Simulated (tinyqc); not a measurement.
Inside a calculation. Model: q-state Potts model on a small periodic square lattice: enumeration, Metropolis, heat-bath and Wolff steps. Computed by tinyqc, a small Python program that keeps every step. Command: `OMP_NUM_THREADS=1 python tinyqc.py 3113507 3113508 out.jsonl potts walk`. One thread of a shared host (Intel(R) Xeon(R) Processor @ 2.30GHz), about 0.08 s of CPU time with the checks. Intermediate numbers are printed to about 7 digits and carried at full precision; extremes and crossings named in words are read from the listed rows.

E = -J x (number of nearest-neighbour bonds with equal states); n x n sites with periodic edges have 2 n^2 bonds. Order parameter m = (q f - 1)/(q - 1), f being the largest share of one state. Sites are numbered row by row from 0. Here q = 3 and n = 3.

Inputs (values chosen for the exercise, for a model of domains or grain orientations):
```
quantity,value,unit
number of states q,3,-
edge n,3,-
coupling J,41,meV
temperature T,362,K
seed,470035,-
```

Update: heat bath.

Constants: k_B = 8.617333262e-05 eV/K.

## Scales

K = J/(k_B T); the infinite square lattice orders at K_c = ln(1 + sqrt(q)); Wolff bond probability p = 1 - exp(-K).

K = 1.314324

K_c = 1.005053

T_c of the infinite lattice = 473.3934 K

p = 0.7313441

## Density of states

All q^(n^2) states are counted by their number b of equal bonds; weights g(b) exp(K b), K = J/(k_B T). Per site: u = -J <b>/n^2, c/k_B = K^2 (<b^2> - <b>^2)/n^2.

States by number of equal bonds:
```
b,g(b),probability
0,12,1.886789e-10
2,540,1.176367e-07
3,936,7.589771e-07
4,3240,9.779157e-06
5,3996,4.489371e-05
6,3348,1.400068e-04
7,3240,5.043270e-04
8,2592,1.501778e-03
9,660,1.423372e-03
10,810,6.502241e-03
11,108,3.227048e-03
12,144,1.601577e-02
14,54,8.321205e-02
18,3,8.874179e-01
```

The most probable level has b = 18 of 18 bonds.

## Exact averages

ln Z = ln sum g(b) exp(K b); entropy per site s/k_B = (ln Z - K <b>)/n^2.

<b> = 17.46066

energy u = -79.54301 meV/site

heat capacity c = 0.4890023 k_B/site

entropy s = 0.2141021 k_B/site

## Order parameter

The same sums with m: <m> and the Binder ratio U = 1 - <m^4>/(3 <m^2>^2).

<m> = 0.9733912

Binder ratio U = 0.6596860

## Eight single-site steps

start states:
```
,1,2,3
1,1,1,2
2,1,1,0
3,1,1,1
```

random numbers, one row a step:
```
,1,2,3
1,0.8338,0.0170,0.0499
2,0.9828,0.0656,0.3796
3,0.2770,0.6597,0.1945
4,0.4010,0.7233,0.4868
5,0.0207,0.1995,0.4306
6,0.6399,0.0765,0.5440
7,0.1573,0.3925,0.2792
8,0.6279,0.5676,0.2812
```

Site = floor(r1 n^2). State c is drawn with probability exp(K k_c)/sum exp(K k), k_c the number of neighbours in state c: the first c whose cumulative probability reaches r2; r3 is not used.

Steps:
```
site,old,neighbours in each state,P(old),P(new),new
7,1,0 4 0,0.9896887,0.9896887,1
8,1,1 2 1,0.6504861,0.1747569,0
2,2,2 2 0,0.0348310,0.4825845,1
3,1,1 3 0,0.9161146,0.9161146,1
0,1,0 4 0,0.9896887,0.9896887,1
5,0,1 3 0,0.0661215,0.9161146,1
1,1,0 4 0,0.9896887,0.9896887,1
5,1,1 3 0,0.9161146,0.9161146,1
```

states afterwards:
```
,1,2,3
1,1,1,1
2,1,1,1
3,1,1,0
```

## A longer run and its error bar

After 400 updates are discarded, b is recorded for 4000 sweeps of n^2 steps of the update named (random numbers not printed, so these rows are one sample). Records are averaged in blocks; the error is the scatter of block means over sqrt(number of blocks), and the last column its square over that for single records.

Blocking:
```
block length,mean b,error,variance ratio
1,17.508,0.02448232,1.000000
4,17.508,0.03716271,2.304145
16,17.508,0.04454414,3.310367
40,17.508,0.04649031,3.605951
100,17.508,0.05069668,4.287993
```

The run gives 17.508 +/- 0.046 (blocks of 40) against the exact 17.461, a difference of 1.0 error bars. Single records understate the error by a factor of about 1.9, because successive records are correlated.

## Across the transition

m and U = 1 - <m^4>/(3 <m^2>^2) from the same sums; K = K_c T_c/T.

Exact values for this lattice:
```
T/T_c,share of equal bonds,c (k_B/site),<m>,U
0.50,0.9986014,0.047186,0.9989094,0.6664442
0.70,0.9829931,0.322418,0.9854439,0.6630940
0.85,0.9438060,0.752337,0.9476631,0.6516933
0.95,0.8986676,1.051495,0.9008335,0.6352913
1.00,0.8710611,1.162000,0.8711112,0.6237668
1.10,0.8101633,1.256831,0.8034619,0.5942409
1.25,0.7198367,1.122554,0.6990915,0.5385505
1.50,0.6069770,0.699232,0.5635494,0.4443145
2.00,0.4979089,0.265390,0.4296334,0.3313765
3.00,0.4256935,0.079715,0.3438745,0.2697601
```

c is largest, 1.26 k_B, at T/T_c = 1.1: on so small a lattice the transition is a broad bump. At T_c the infinite lattice has a share (1 + 1/sqrt(q))/2 = 0.789 of equal bonds, against 0.871 here. <m> stays at 0.34 at 3 T_c, since the largest share among 9 sites always exceeds 1/q on average.

Checks made by the program: number of states (relative difference below 1e-10).
